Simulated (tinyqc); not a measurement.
Worked calculation: plane-wave Kohn-Sham cycle with exchange-only LDA in a layered model solid. One step of it, computed by the program tinyqc.

Question. Iteration 2: potential. V_H(G) = 4 pi rho(G)/G^2 for G != 0 (uniform background); v_x = -(3 rho/pi)^(1/3); V = V_ext + V_H + v_x; Fourier components f(G_m) = (1/N) sum_j f(x_j) exp(-i G_m x_j).

A solid whose potential varies along x alone (atomic units):
```
parameter                      value
period a                   15.400000
cross-section of the cell  15.000000
electrons per cell                 2
grid points                       16
plane waves -n..n, n               3
k points                           3
V1 in V1 cos(2 pi x/a)     -0.360000
V2 in V2 cos(4 pi x/a)     -0.220000
```

density after iteration 1 (e/bohr^3): [0.04424319, 0.03247898, 0.01231570, 0.00211887, 0.00015903, 0.00003153, 0.00002934, 0.00000266, 0.00001275, 0.00000266, 0.00002934, 0.00003153, 0.00015903, 0.00211887, 0.01231570, 0.03247898]

Give: Potentials on the grid; V(G_m), m = 0, 1, 2, ....

Answer.

Potentials on the grid (hartree):
```
x          V_ext      V_H      v_x        V
0.0000   -0.5800   1.4319  -0.3483   0.5036
0.9625   -0.4882   1.2372  -0.3142   0.4348
1.9250   -0.2546   0.7734  -0.2274   0.2914
2.8875    0.0178   0.2560  -0.1265   0.1473
3.8500    0.2200  -0.1934  -0.0534  -0.0267
4.8125    0.2933  -0.5453  -0.0311  -0.2831
5.7750    0.2546  -0.7968  -0.0304  -0.5726
6.7375    0.1770  -0.9479  -0.0137  -0.7845
7.7000    0.1400  -0.9982  -0.0230  -0.8812
8.6625    0.1770  -0.9479  -0.0137  -0.7845
9.6250    0.2546  -0.7968  -0.0304  -0.5726
10.5875   0.2933  -0.5453  -0.0311  -0.2831
11.5500   0.2200  -0.1934  -0.0534  -0.0267
12.5125   0.0178   0.2560  -0.1265   0.1473
13.4750  -0.2546   0.7734  -0.2274   0.2914
14.4375  -0.4882   1.2372  -0.3142   0.4348
```

V(G_m), m = 0, 1, 2, ... (hartree): [-0.1228, 0.3243, -0.0392, 0.0188, 0.0082, 0.0016, -0.0014]
